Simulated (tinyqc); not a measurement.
Inside a calculation. Model: size effects in the resistivity of thin metal films and interconnect lines. Computed by tinyqc, a small Python program that keeps every step. Command: `OMP_NUM_THREADS=1 python tinyqc.py 3018504 3018505 out.jsonl size walk`. One thread of a shared host (Intel(R) Xeon(R) Processor @ 2.30GHz), about 0.01 s of CPU time with the checks. Intermediate numbers are printed to about 5 digits and carried at full precision; extremes and crossings named in words are read from the listed rows.

Electrons lose their drift at surfaces (a share 1 - p of the hits) and at grain boundaries (reflection R), besides bulk scattering. The line sits in a trench with a non-conducting liner on both walls and the bottom; the spacing equals the drawn width.

Inputs (values chosen for the exercise, modelled on platinum):
```
quantity                                   value         unit
bulk resistivity rho_b                      10.6  microohm cm
bulk mean free path lambda                  7.84           nm
specularity p                               0.71            -
grain-boundary reflection R                 0.27            -
drawn line width w                           8.3           nm
grain size over metal width                  2.2            -
aspect ratio (height over width)             2.4            -
liner thickness t                            0.4           nm
line length                                  1.9   micrometre
permittivity of the dielectric k             3.6            -
competitor: rho_b relative to this metal     3.4            -
competitor: lambda relative to this metal   0.19            -
competitor: liner relative to t                0            -
```

Geometry: line.

Constants: eps_0 = 8.8541878128e-12 F/m.

## Metal cross-section

Metal width w_m = w - 2t, height h_m = (aspect ratio) w - t, grain size D = (ratio) w_m.

metal width w_m = 7.5 nm

metal height h_m = 19.52 nm

grain size D = 16.5 nm

share of the trench filled by metal = 88.547 %

## Grain boundaries

Mayadas-Shatzkes: alpha = (lambda/D) R/(1 - R); rho_b/rho = 1 - 3 alpha/2 + 3 alpha^2 - 3 alpha^3 ln(1 + 1/alpha).

alpha = 0.17574

rho/rho_b from grains = 1.2530

The linear estimate 1 + 3 alpha/2 gives 1.264, within 2 %.

## Surfaces

Fuchs-Sondheimer film: rho_b/rho = 1 - (3/(2 kappa))(1 - p) int_0^1 (s - s^3)(1 - exp(-kappa/s))/(1 - p exp(-kappa/s)) ds, f = rho/rho_b, kappa = thickness/lambda, 80 Gauss-Legendre points. Line: the excess of a film of thickness w_m and of a film of thickness h_m are added, rho/rho_b = 1 + (f(w_m) - 1) + (f(h_m) - 1), an estimate that holds best when both sides exceed lambda.

kappa = w_m/lambda = 0.95663

f(w_m) = 1.1198

f(h_m) = 1.0454

rho/rho_b from surfaces = 1.1652

## Resistance and delay

Total: rho = rho_b [1 + surface excess + grain excess]; resistance per length rho/(w_m h_m); capacitance per length C = 2 k eps_0 (aspect ratio + 1/2), a parallel-plate estimate for two neighbours plus a fixed term for the planes above and below; delay 0.38 R C L^2; effective resistivity per drawn area.

resistivity rho = 15.033 microohm cm

resistance per length = 1026.8 ohm/micrometre

capacitance per length = 0.18488 fF/micrometre

RC delay = 0.26042 ps

effective resistivity per drawn area = 16.977 microohm cm

Of the factor 1.60 over bulk, scattering gives 1.42 and the liner 1.13; within scattering, grain boundaries outweigh surfaces (0.25 against 0.17, grains first).

## A short-path metal as competitor

w_m = w - 2t, h_m = (aspect ratio) w - t, D = (ratio) w_m; rho = rho_b [1 + surface excess + grain excess]. Effective resistivity rho (aspect ratio) w^2/(w_m h_m) for the metal with its liner, for the same metal without liner, and for a competitor with its own rho_b, lambda and liner, and for that competitor with the liner t; p, R, aspect and grain ratios are the same.

Effective resistivity (microohm cm):
```
w (nm)  this metal  without liner  competitor  competitor, liner t
200         10.822         10.769      36.149               36.325
100         11.046         10.937      36.258               36.613
50          11.506         11.275      36.476               37.200
30          12.142         11.724      36.767               38.004
20          12.973         12.287      37.130               39.045
14          14.104         13.008      37.596               40.447
10          15.727         13.966      38.219               42.437
7           18.433         15.390      39.153               45.705
5           22.631         17.265      40.399               50.678
```

The competitor does not win at any width listed. In narrow lines rho scales as rho_b lambda/w, and the product rho_b lambda of the competitor is 0.65 times this metal's. At the narrowest width the liner costs this metal a factor 1.31. With the same liner the competitor wins nowhere in the table; at the narrowest width the thinner liner lowers it from 50.7 to 40.4. Rows with w - 2t below lambda stretch the additive estimate. Metal widths below about 5 nm are outside this semiclassical model.

Checks made by the program: grain-boundary formula against its angular integral 3 int_0^1 c^3/(c + alpha) dc (relative difference below 1e-10).
